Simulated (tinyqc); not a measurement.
From results back to parameters: overlap of hydrogenic dopants: pairs, impurity band and the Mott density. Two cases, with inputs chosen for the exercise.

Problem. Ry* = Ry m/eps^2, aB = a0 eps/m, and the Mott density is (0.26/aB)^3 (1/angstrom^3 = 1e24/cm^3). Binding energy and critical density come from a hidden mass and dielectric constant.

Constants: Ry = 13.60569312 eV; a0 (Bohr radius) = 0.5291772105 angstrom.

Find: aB; eps; m.

Method. aB = 0.26/n^(1/3); the product Ry* aB = Ry a0/eps gives eps, and m = a0 eps/aB.

Case 1.

binding energy = 6.12246 meV
critical density = 4.943761e+16 1/cm^3

Solution.

aB = 70.84 angstrom
eps = 16.60
m = 0.124 m0

Case 2.

binding energy = 6.32452 meV
critical density = 4.879750e+16 1/cm^3

Solution.

aB = 71.15 angstrom
eps = 16.00
m = 0.119 m0

Computed by tinyqc, one run a case: `OMP_NUM_THREADS=1 python tinyqc.py N N+1 out.jsonl` with N = 1480816, 1480849; one thread of a shared Intel(R) Xeon(R) Processor @ 2.30GHz, about 0.01 s a run at most.
